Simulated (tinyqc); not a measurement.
# Doping from two capacitances

Inverse problem. An abrupt p-n junction obeys 1/C^2 = 2 (Vbi - V)/(q eps0 eps_r Ne), Ne = Na Nd/(Na + Nd), Vbi = Vt ln(Na Nd/ni^2), V the bias of the p side. Na is known to be the larger doping. Find Ne, Vbi, Na and Nd.

Parameters, values chosen for the exercise:

| symbol | value | unit | meaning |
|---|---|---|---|
| T | 325 | K | temperature |
| eps_r | 11.2 |  | relative permittivity |

Constants: q = 1.602176634e-19 C, kB = 1.380649e-23 J/K, Vt = kB T/q, eps0 = 8.8541878128e-14 F/cm where lengths are in cm. Results are converted to the units shown.

C at V = -0.9 and -2.3 V (nF/cm^2): 108.47859  89.349737
ni = 126.70058 cm^-3

Answer. The slope of 1/C^2 against -V gives Ne and its intercept Vbi. Then Na Nd = ni^2 exp(Vbi/Vt) and Na + Nd = Na Nd/Ne, so both are roots of one quadratic.

Ne = 4.375e17 cm^-3
Vbi = 2.054 V
Na = 2.000e18 cm^-3
Nd = 5.600e17 cm^-3

tinyqc, about 0.02 s, one thread, Intel Xeon 2.30GHz (shared host): `OMP_NUM_THREADS=1 python tinyqc.py 2000097 2000098 out.jsonl`
